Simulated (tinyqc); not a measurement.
Worked calculation: valley splitting in a one-orbital chain of atomic planes (second-neighbour model). Values are carried at full precision from step to step, so a last printed digit may differ when a step is redone from the rounded ones.

Each (001) plane carries one orbital with energy e0, hopping v to the next plane and u to the second: E(phi) = e0 + 2 v cos(phi) + 2 u cos(2 phi), where phi = pi - k a/4 (the sign of every second orbital is chosen so that v > 0, which shifts the phase by pi). The minimum lies at cos(phi0) = -v/(4u), phi0 = pi - (pi/2) k0 for a valley at k0 (2 pi/a), and e0 puts it at zero. A slab of N planes has hard walls: the matrix simply ends.

Constants: hbar^2/2m0 = 3.80998211 eV angstrom^2.

Values chosen for the exercise (near those of the Delta valleys of silicon; abrupt walls in this chain split the valleys several times more than measured wells; not measured data):
- a = 5.423 angstrom (lattice constant; planes lie a/4 apart)
- k0 = 0.84 2 pi/a (position of the valley)
- ml = 0.883 m0 (longitudinal mass)
- N = 8 (planes in the small slab)

## Hoppings from the valley position and mass

The curvature at the minimum is d2E/dphi2 = 8 u sin^2(phi0) = (2c/ml)/(a/4)^2 with c = hbar^2/2m0; v = -4 u cos(phi0); e0 = 2u + v^2/(4u).

phi0 = 1.82212 rad
u = 0.62556 eV
v = 0.62228 eV
e0 = 1.40588 eV

## The bulk band

E at phi = j pi/10.

Band:
```
phi/pi  E (eV)
0.0     3.9016
0.1     3.6017
0.2     2.7994
0.3     1.7508
0.4     0.7783
0.5     0.1548
0.6     0.0091
0.7     0.2877
0.8     0.7856
0.9     1.2344
1.0     1.4124
```

## Hamiltonian of the slab

e0 on the diagonal, v and u on the first and second off-diagonals.

H (eV):
```
[[1.4059, 0.6223, 0.6256, 0, 0, 0, 0, 0],
 [0.6223, 1.4059, 0.6223, 0.6256, 0, 0, 0, 0],
 [0.6256, 0.6223, 1.4059, 0.6223, 0.6256, 0, 0, 0],
 [0, 0.6256, 0.6223, 1.4059, 0.6223, 0.6256, 0, 0],
 [0, 0, 0.6256, 0.6223, 1.4059, 0.6223, 0.6256, 0],
 [0, 0, 0, 0.6256, 0.6223, 1.4059, 0.6223, 0.6256],
 [0, 0, 0, 0, 0.6256, 0.6223, 1.4059, 0.6223],
 [0, 0, 0, 0, 0, 0.6256, 0.6223, 1.4059]]
```

## Levels and the valley doublet

Diagonalise H. The two lowest levels are the doublet made from the valleys at +k0 and -k0; give their splitting, the weights of the lowest state, and its parity under reversal of the planes.

levels (eV): [0.2027, 0.2443, 0.7803, 0.7847, 1.2527, 1.6834, 2.7240, 3.5750]

splitting = 41.55 meV

weights on the planes: [0.097, 0.009, 0.252, 0.142, 0.142, 0.252, 0.009, 0.097]

parity of the lowest state: even

The mean of the doublet lies 0.2235 eV above the bulk minimum, and level 3 lies 0.5568 eV above that mean; the weights oscillate from plane to plane because the two valleys interfere.

## Checks

- Mean of the doublet for 400 planes against the effective-mass level with W = 402 a/4 (meV): both 0.1434.

Computed by tinyqc, a small Python program: `OMP_NUM_THREADS=1 python tinyqc.py 1450018 1450019 out.jsonl` (the numbers bound the seed that draws the inputs); one thread of a shared host (Intel(R) Xeon(R) Processor @ 2.30GHz), about 0.01 s for the whole set of steps.
